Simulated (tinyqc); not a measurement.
# Inputs raised by 2 %, one at a time

Model: hydrogen passivation and dissociation of interface defects with a spread of activation energies. Computed by tinyqc, a small Python program. Command: `OMP_NUM_THREADS=1 python tinyqc.py 3005767 3005768 out.jsonl passivation sens`. One thread of a shared host (Intel(R) Xeon(R) Processor @ 2.30GHz), about 0.02 s of CPU time with the checks.

Active defects P react as P + H2 -> HP + H and HP -> P + H; released atomic hydrogen is removed. All defects start active. Activation energies are normally distributed, independently for the two reactions.

Inputs (values chosen for the exercise, for a model interface):

| quantity | value | unit |
|---|---|---|
| defect density N_0 | 6.2e+11 | cm^-2 |
| mean passivation energy E_f | 1.56 | eV |
| spread s_f | 0.039 | eV |
| prefactor k_f0 | 1.4e-08 | cm^3/s |
| mean dissociation energy E_d | 2.79 | eV |
| spread s_d | 0.069 | eV |
| prefactor k_d0 | 1.7e+13 | 1/s |
| dissolved hydrogen [H2] | 2.9e+18 | cm^-3 |
| anneal temperature T | 820 | K |
| anneal time t | 560 | s |

Ambient: hydrogen.

Constants: k_B = 8.617333262e-05 eV/K.

Method. a = k_f0 [H2] exp(-E_f/k_B T), b = k_d0 exp(-E_d/k_B T); the active share of one kind of site is b/(a + b) + (a/(a + b)) exp(-(a + b) t). Full average: z from -5 to 5 in steps of 0.125 with normalised weights exp(-z^2/2), energy = mean + spread x z, over both energies.

Runs:

| input moved | from | to | active share | active share, single energy | dissociation rate b (1/s) | passivation rate a (1/s) |
|---|---|---|---|---|---|---|
| base run | - | - | 2.165e-05 | 1.154e-05 | 1.210e-04 | 10.49 |
| spread s_f (eV) | 0.039 | 0.03978 | 2.178e-05 | 1.154e-05 | 1.210e-04 | 10.49 |
| mean dissociation energy E_d (eV) | 2.79 | 2.8458 | 9.828e-06 | 5.240e-06 | 5.495e-05 | 10.49 |
| spread s_d (eV) | 0.069 | 0.07038 | 2.207e-05 | 1.154e-05 | 1.210e-04 | 10.49 |
| dissolved hydrogen [H2] (cm^-3) | 2.9e+18 | 2.958e+18 | 2.122e-05 | 1.131e-05 | 1.210e-04 | 10.70 |
| anneal temperature T (K) | 820 | 836.4 | 2.972e-05 | 1.624e-05 | 2.625e-04 | 16.17 |
| prefactor k_d0 (1/s) | 1.7e+13 | 1.734e+13 | 2.208e-05 | 1.177e-05 | 1.235e-04 | 10.49 |
| prefactor k_f0 (cm^3/s) | 1.4e-08 | 1.428e-08 | 2.122e-05 | 1.131e-05 | 1.210e-04 | 10.70 |

Exponents ln(y'/y) / ln(x'/x):

| input | active share | active share, single energy | dissociation rate b | passivation rate a |
|---|---|---|---|---|
| spread s_f | 0.311 | 0.000 | 0.000 | 0.00 |
| mean dissociation energy E_d | -39.875 | -39.877 | -39.877 | 0.00 |
| spread s_d | 0.972 | 0.000 | 0.000 | 0.00 |
| dissolved hydrogen [H2] | -1.000 | -1.000 | 0.000 | 1.00 |
| anneal temperature T | 16.001 | 17.235 | 39.095 | 21.86 |
| prefactor k_d0 | 1.000 | 1.000 | 1.000 | 0.00 |
| prefactor k_f0 | -1.000 | -1.000 | 0.000 | 1.00 |

Which inputs matter most for each result?

Among the inputs moved here: active share answers most in size to mean dissociation energy E_d (exponent -39.875), next to anneal temperature T (+16.001). Active share, single energy answers most in size to mean dissociation energy E_d (exponent -39.877), next to anneal temperature T (+17.235); its exponent is below 0.0005 for spread s_f, spread s_d. Dissociation rate b answers most in size to mean dissociation energy E_d (exponent -39.877), and about equally to anneal temperature T (+39.095); its exponent is below 0.0005 for spread s_f, spread s_d, dissolved hydrogen [H2], prefactor k_f0. Passivation rate a answers most in size to anneal temperature T (exponent +21.860), next to dissolved hydrogen [H2] (+1.000); its exponent is below 0.0005 for spread s_f, mean dissociation energy E_d, spread s_d, prefactor k_d0. Its exponent +1.000 in dissolved hydrogen [H2]: first order in [H2].
